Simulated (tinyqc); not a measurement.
# Cell size and critical density at another thickness

Inverse problem. In the cell model of oxide breakdown (cubic cells of edge a, defect density growing as t^al) the Weibull slope is beta = al tox/a, and for small l the critical density is N_bd = a^(-3) (A/a^2)^(-a/tox). Find a from the slope, and then the area A and the slope at 7.8 nm.

Values chosen for this exercise:
- al = 0.49 (exponent of defect growth)

Weibull slope at a thickness of 3.9 nm = 1.47
N_bd there, small-l form = 1.8795841e19 cm^-3

Solution. a = al tox/beta, and A = a^2 (a^3 N_bd)^(-tox/a).

a = 1.300 nm
A = 0.02400 um^2
slope = 2.940

tinyqc, about 0.01 s, one thread, Intel Xeon 2.30GHz (shared host): `OMP_NUM_THREADS=1 python tinyqc.py 2070098 2070099 out.jsonl`
